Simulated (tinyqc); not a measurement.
Worked calculation: Luttinger-Kohn k.p, four valence bands. One step of it, computed by the program tinyqc.

Problem. Levels at k. Diagonalise the Hermitian matrix.

H(k) at k (eV), lower triangle (Hermitian):
```
                     3/2                 1/2                 -1/2      -3/2
3/2             0.035996
1/2   0.004490-0.012829i            0.026723
-1/2  0.009821+0.009978i            0.000000             0.026723
-3/2            0.000000  0.009821+0.009978i  -0.004490+0.012829i  0.035996
```

Give: eigenvalues.

Solution.

eigenvalues (eV): 0.0113  0.0113  0.0514  0.0514
